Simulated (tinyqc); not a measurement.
Kronig-Penney superlattice by transfer matrices: one step. Mass along the axis. Three cases, with inputs chosen for the exercise.

Question. With f(E) = tr M/2, 1 - (q d)^2/2 = 1 + f'(E_bottom)(E - E_bottom) gives m_z = -2 c f'/d^2 (f' by a central difference of 1e-6 eV at the bottom of band 1). The cosine form gives 4 c/(W d^2), W the width of band 1 between tr M/2 = +1 and -1.

Wells (width a, potential 0, mass mw) alternate with barriers (width b, height V0, mass mb); period d = a + b; c = hbar^2/2m0. The vector (psi, psi'/m) is continuous, and a layer of thickness t carries it by M = [[cos kt, (m/k) sin kt], [-(k/m) sin kt, cos kt]] with k = sqrt(m (E - V)/c); for E < V, k = i kappa gives [[cosh, (m/kappa) sinh], [(kappa/m) sinh, cosh]] of kappa t. A Bloch state obeys cos(q d) = tr(Mb Mw)/2.

Constants: hbar^2/2m0 = 3.80998211 eV angstrom^2.

Give: f'; m_z; m_z of the cosine form; W.

Case 1.

Values chosen (near those of a GaAs superlattice with barriers of AlGaAs; shifted at random, so the results belong to these values and not to a real crystal): a = 57 angstrom (well width); b = 27 angstrom (barrier width); V0 = 0.316 eV (barrier height); mw = 0.0677 m0 (mass in the wells); mb = 0.0994 m0 (mass in the barriers).

Answer.

f' = -133.3 1/eV
m_z = 0.1440 m0
m_z of the cosine form = 0.1176 m0
W = 18.36 meV

The mass along the axis is 2.13 times mw.

Case 2.

Values chosen (near those of an InGaAs superlattice with barriers of InP; shifted at random, so the results belong to these values and not to a real crystal): a = 54 angstrom (well width); b = 17 angstrom (barrier width); V0 = 0.239 eV (barrier height); mw = 0.0407 m0 (mass in the wells); mb = 0.0803 m0 (mass in the barriers).

Answer.

f' = -37.38 1/eV
m_z = 0.05651 m0
m_z of the cosine form = 0.03463 m0
W = 87.29 meV

The mass along the axis is 1.39 times mw.

Case 3.

Values chosen (near those of a strained Si superlattice with barriers of SiGe; shifted at random, so the results belong to these values and not to a real crystal): a = 26 angstrom (well width); b = 9 angstrom (barrier width); V0 = 0.184 eV (barrier height); mw = 0.908 m0 (mass in the wells); mb = 0.951 m0 (mass in the barriers).

Answer.

f' = -241.5 1/eV
m_z = 1.502 m0
m_z of the cosine form = 1.171 m0
W = 10.62 meV

The mass along the axis is 1.65 times mw.

Computed by tinyqc, one run a case: `OMP_NUM_THREADS=1 python tinyqc.py N N+1 out.jsonl` with N = 1250856, 1250896, 1251409; one thread of a shared Intel(R) Xeon(R) Processor @ 2.30GHz, about 0.2 s a run at most.
